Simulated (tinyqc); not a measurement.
Gain against electron density: polytypes and stacking faults of a tetrahedral semiconductor in an axial Ising model with couplings up to third neighbours. Computed by tinyqc, a small Python program. Command: `OMP_NUM_THREADS=1 python tinyqc.py 3029530 3029531 out.jsonl polytype walk`. One thread of a shared host (Intel(R) Xeon(R) Processor @ 2.30GHz), about 0.01 s of CPU time with the checks.

Each double layer has s = +1 or -1 for the sense of its stacking step; E per pair of atoms = E0 - sum_n J_n <s_i s_(i+n)>, n = 1, 2, 3. Hexagonality h = (1 - <s_i s_(i+1)>)/2.

Inputs (values chosen for the exercise, for a model crystal):

| quantity | value | unit |
|---|---|---|
| J1 | 0.899 | meV/pair |
| J2 | -1.57 | meV/pair |
| J3 | -0.27 | meV/pair |
| basal lattice constant a | 3.08 | angstrom |
| binding energy of the fault level E_b | 0.21 | eV |
| in-plane mass m | 0.41 | m0 |
| effective density of states N_c at 300 K | 1.4e+19 | 1/cm^3 |
| temperature T | 750 | K |

Host polytype: 4H.

Constants: 1 eV/angstrom^2 = 16.02176634 J/m^2; m_0 = 9.1093837015e-31 kg; hbar = 1.054571817e-34 J s; k_B = 1.380649e-23 J/K; k_B = 8.617333262e-05 eV/K.

Method. Faults in 4H: the sequences single Shockley (31) (+++-), double Shockley (62) (++++++--), Frank-type (32) (+++--) are put between perfect repeats; k_n = (layers x C_n of the host) - sum_i s_i s_(i+n). gamma = sum k_n J_n/A, A = (sqrt 3/2) a^2; 1 meV/angstrom^2 = 16.02177 mJ/m^2. The fault binds electrons in a two-dimensional band E_b below the conduction edge, g2 = m m0/(pi hbar^2) for one valley. With the Fermi level held by the bulk, eta = ln[n/N_c(T)], N_c(T) = N_c (T/300)^1.5, the grand potential falls by g2 (k_B T)^2 F1(x), x = eta + E_b/(k_B T), F1(x) = integral from 0 to infinity of ln(1 + exp(x - t)) dt; sheet density g2 k_B T ln(1 + e^x). Band bending by the trapped charge is left out, so the gain is an upper bound.

fault coefficients k_n:
```
                      J1  J2  J3
single Shockley (31)   0  -4   0
double Shockley (62)  -4  -8   0
Frank-type (32)       -1  -2   3
```

energy of the glide fault, single Shockley (31) = 12.2472 mJ/m^2

At T:

| n (1/cm^3) | x | sheet density (1/cm^2) | gain (mJ/m^2) | gain/gamma | gain/gamma at T + 200 K |
|---|---|---|---|---|---|
| 1.00e+14 | -9.9746 | 5.1547e+08 | 5.3377e-05 | 4.3583e-06 | 2.4750e-06 |
| 1.00e+15 | -7.6720 | 5.1536e+09 | 5.3371e-04 | 4.3578e-05 | 2.4749e-05 |
| 1.00e+16 | -5.3694 | 5.1429e+10 | 5.3316e-03 | 4.3533e-04 | 2.4740e-04 |
| 1.00e+17 | -3.0668 | 5.0384e+11 | 5.2769e-02 | 4.3086e-03 | 2.4649e-03 |
| 1.00e+18 | -0.7642 | 4.2321e+12 | 4.8189e-01 | 3.9347e-02 | 2.3798e-02 |
| 5.00e+18 | 0.8452 | 1.3311e+13 | 1.8473e+00 | 1.5083e-01 | 1.0473e-01 |
| 2.00e+19 | 2.2315 | 2.5830e+13 | 4.6193e+00 | 3.7717e-01 | 3.1134e-01 |

What does the comparison show, and why?

For x well below 0 the gain is k_B T times the sheet density and linear in n; for x well above 0 the well fills and the gain grows only about as x^2. It stays below the fault energy in all rows; 200 K more changes it by a factor 0.57 at 1e16.
